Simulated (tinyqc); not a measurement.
Gate length: charge control and current of a heterostructure field-effect transistor. Computed by tinyqc, a small Python program. Command: `OMP_NUM_THREADS=1 python tinyqc.py 3014871 3014872 out.jsonl hemt walk`. One thread of a shared host (Intel(R) Xeon(R) Processor @ 2.30GHz), about 0.01 s of CPU time with the checks.

Two subbands in a triangular well; E_F is counted from the conduction band edge of the channel at the interface.

Inputs (values chosen for the exercise, modelled on AlGaN/GaN):

| quantity | value | unit |
|---|---|---|
| channel mass m | 0.2 | m_0 |
| permittivity eps (barrier and channel) | 9.34 | - |
| barrier thickness d | 36 | nm |
| Schottky barrier phi_B | 1.3 | eV |
| conduction band offset dE_c | 0.42 | eV |
| polarisation charge sigma/e | 1.6e+13 | 1/cm^2 |
| gate voltage V_G | 0 | V |
| mobility mu | 1600 | cm^2/(V s) |
| saturation velocity v_s | 1.3 | 1e7 cm/s |
| gate length L | 740 | nm |
| source resistance R_S | 0 | ohm mm |
| temperature T | 400 | K |
| mixing | 0.3 | - |
| iteration cap | 200 | - |

Charge source: polarisation. Velocity law: two-piece.

Constants: e = 1.602176634e-19 C; eps_0 = 8.8541878128e-12 F/m; k_B = 8.617333262e-05 eV/K; hbar = 1.054571817e-34 J s; m_0 = 9.1093837015e-31 kg; k_B = 1.380649e-23 J/K.

Method:
- Threshold V_T = phi_B - dE_c - sigma d/(eps eps_0) (in volts); C_b = eps eps_0/d.
- Charge control: n_s = C_b (V_G - V_T - E_F/e)/e. Well: mean field F = e n_s/(2 eps eps_0), E_i = (hbar^2/2m)^(1/3) [(3 pi e F/2)(i + 3/4)]^(2/3), i = 0, 1; n_s = D k_B T sum_i ln(1 + exp((E_F - E_i)/k_B T)), D = m/(pi hbar^2), which is solved in closed form for E_F.
- Iteration from n_s = C_b (V_G - V_T)/(2e): E_F from n_s, n_out from the charge control, n_new = n_s + mixing (n_out - n_s), kept above n_s/10; stop when |n_out/n_s - 1| < 1e-9.
- C_g = e dn_s/dV_G = 1/(1/C_b + 1/C_q), 1/C_q = d(E_F/e)/d(e n_s) by a central difference of +/- 0.1 % in n_s; added distance dd = eps eps_0/C_q.
- With V = e n_s/C_g and V_c = v_s L/mu: for v = mu F up to v_s, I/W = C_g v_s V_c (sqrt(1 + (V/V_c)^2) - 1) and V_Dsat = V + V_c - sqrt(V^2 + V_c^2); g_m = dI/dV; extrinsic g_m/(1 + g_m R_S); f_T = g_m/(2 pi C_g L).

sheet density n_s = 1.39958e+13 1/cm^2

gate capacitance C_g = 0.220582 microfarad/cm^2

V = 10.1657 V

Scaling; the last columns are v_s/(2 pi L) and mu V/(2 pi L^2):

| L (nm) | I/W (mA/mm) | g_m (mS/mm) | extrinsic g_m (mS/mm) | f_T (GHz) | velocity limit (GHz) | mobility limit (GHz) |
|---|---|---|---|---|---|---|
| 30 | 2908.1 | 286.76 | 286.76 | 689.67 | 689.67 | 2.8763e+05 |
| 60 | 2901.1 | 286.75 | 286.75 | 344.83 | 344.84 | 7.1908e+04 |
| 120 | 2887.3 | 286.74 | 286.74 | 172.41 | 172.42 | 1.7977e+04 |
| 250 | 2857.4 | 286.70 | 286.70 | 82.74 | 82.76 | 4.1419e+03 |
| 500 | 2800.9 | 286.53 | 286.53 | 41.35 | 41.38 | 1.0355e+03 |
| 1000 | 2691.4 | 285.85 | 285.85 | 20.62 | 20.69 | 2.5887e+02 |
| 2000 | 2486.1 | 283.16 | 283.16 | 10.22 | 10.35 | 6.4717e+01 |
| 5000 | 1974.3 | 266.28 | 266.28 | 3.84 | 4.14 | 1.0355e+01 |

What follows from these numbers?

f_T scales as L^-1.00 at the short end and L^-1.07 at the long end; the two limits cross at L = mu V/v_s = 12500 nm. g_m tends to C_g v_s = 287 mS/mm. Fringe capacitances and short-channel effects, left out, lower f_T once L is below about ten barrier thicknesses. Caution: E_F lies above the conduction band minimum of the barrier, so electrons would spill into the barrier.

Extremes, crossings and ranges named in words are read from the listed rows.
